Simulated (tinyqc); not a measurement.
Force balance against energy balance: elastic strain and critical thickness of a cubic alloy layer A(1-x)B(x) on a thick substrate. Computed by tinyqc, a small Python program. Command: `OMP_NUM_THREADS=1 python tinyqc.py 3024453 3024454 out.jsonl misfit walk`. One thread of a shared host (Intel(R) Xeon(R) Processor @ 2.30GHz), about 0.01 s of CPU time with the checks.

Strain is positive in tension. The layer is coherent with the substrate unless said otherwise.

Inputs (values chosen for the exercise, modelled on Ga(1-x)In(x)As on InP):

| quantity | value | unit |
|---|---|---|
| fraction x of B | 0.69 | - |
| lattice constant a_A | 5.653 | angstrom |
| lattice constant a_B | 6.058 | angstrom |
| substrate lattice constant a_S | 5.869 | angstrom |

Growth plane: (001). Layer: uncapped. Misfit dislocation: 60-degree.

C11, C12, C44 of A (GPa): 118.8  53.6  58.82

C11, C12, C44 of B (GPa): 83.85  45.76  39.29

Method:
- a = (1 - x) a_A + x a_B, the same rule for each C_ij; misfit f = (a_S - a)/a, the in-plane strain of the coherent layer.
- Voigt averages: G = (C11 - C12 + 3 C44)/5, B = (C11 + 2 C12)/3, nu = (3 B - 2 G)/(2 (3 B + G)); b = a/sqrt(2). The 60-degree dislocation has cos alpha = 1/2, and cos lambda = 1/2 on (001).
- Matthews-Blakeslee: h_c = A [ln(h_c/b) + 1], A = b (1 - nu cos^2 alpha)/(8 pi |f| (1 + nu) cos lambda), the factor 8 pi being that of an uncapped layer.
- People-Bean: h_c = P ln(h_c/b), P = (1 - nu)/(1 + nu) b^2/(16 pi sqrt(2) a f^2). The misfit is scaled by 0.25, 0.4, 0.6, 1, 1.5, 2.2 at fixed a, b and nu; the upper root is taken, and rows with A < 1.3 b or P < 3 b, where the roots shrink to the core size or vanish, are left out.

misfit f = -0.0106954

prefactor A = 2.31760 nm

Poisson ratio nu = 0.259380

Burgers vector b = 0.419488 nm

free lattice constant a = 5.93245 angstrom

Critical thickness:

| \|f\| (%) | Matthews-Blakeslee (nm) | People-Bean (nm) | ratio |
|---|---|---|---|
| 0.2674 | 54.366 | 3052.1 | 56.140 |
| 0.4278 | 30.660 | 1049.0 | 34.215 |
| 0.6417 | 18.486 | 410.3 | 22.196 |
| 1.0695 | 9.564 | 121.6 | 12.717 |
| 1.6043 | 5.530 | 44.5 | 8.041 |
| 2.3530 | 3.191 | 16.2 | 5.074 |

The exponents d ln h_c/d ln f are -1.22 and -2.27 between the first rows, steeper than the -1 and -2 of the prefactors because of the logarithm. The ratio falls from 56.1 to 5.07 as the misfit grows. Where People-Bean lies above, a layer between the lines is metastable: dislocations would lower the energy but have to be nucleated. Above about 2 % misfit islands may come first.
